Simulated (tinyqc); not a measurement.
Worked calculation: Pariser-Parr-Pople SCF with singles CI, for the molecule C1=CC2=CC=CC2=C1 (SMILES; centres numbered as the heavy atoms are written). One step of it, computed by the program tinyqc.

Problem. Iteration 2: orbitals and new P. Diagonalise F (the basis is taken as orthonormal) and form P = 2 sum c c over the lowest orbitals.

F (eV):
```
,1C,2C,3C,4C,5C,6C,7C,8C
1C,-7.574703,-4.059465,0.426063,0.077095,-0.198139,0.077095,0.426063,-4.059465
2C,-4.059465,-7.224690,-3.717884,-0.578623,0.077095,0.510585,0.279625,-0.304445
3C,0.426063,-3.717884,-7.459865,-3.717884,0.426063,0.279625,-3.768736,0.279625
4C,0.077095,-0.578623,-3.717884,-7.224690,-4.059465,-0.304445,0.279625,0.510585
5C,-0.198139,0.077095,0.426063,-4.059465,-7.574703,-4.059465,0.426063,0.077095
6C,0.077095,0.510585,0.279625,-0.304445,-4.059465,-7.224690,-3.717884,-0.578623
7C,0.426063,0.279625,-3.768736,0.279625,0.426063,-3.717884,-7.459865,-3.717884
8C,-4.059465,-0.304445,0.279625,0.510585,0.077095,-0.578623,-3.717884,-7.224690
```

pi electrons, sum of z_r less the charge = 8

Give: orbital energies; P after iteration 2.

Solution.

orbital energies (eV): -15.716  -13.269  -11.902  -10.451  -5.831  -1.569  -0.432  0.201

P after iteration 2:
```
,1C,2C,3C,4C,5C,6C,7C,8C
1C,1.146,0.653,-0.219,-0.054,0.153,-0.054,-0.219,0.653
2C,0.653,0.835,0.517,0.331,-0.054,-0.347,-0.143,0.156
3C,-0.219,0.517,1.185,0.517,-0.219,-0.143,0.542,-0.143
4C,-0.054,0.331,0.517,0.835,0.653,0.156,-0.143,-0.347
5C,0.153,-0.054,-0.219,0.653,1.146,0.653,-0.219,-0.054
6C,-0.054,-0.347,-0.143,0.156,0.653,0.835,0.517,0.331
7C,-0.219,-0.143,0.542,-0.143,-0.219,0.517,1.185,0.517
8C,0.653,0.156,-0.143,-0.347,-0.054,0.331,0.517,0.835
```
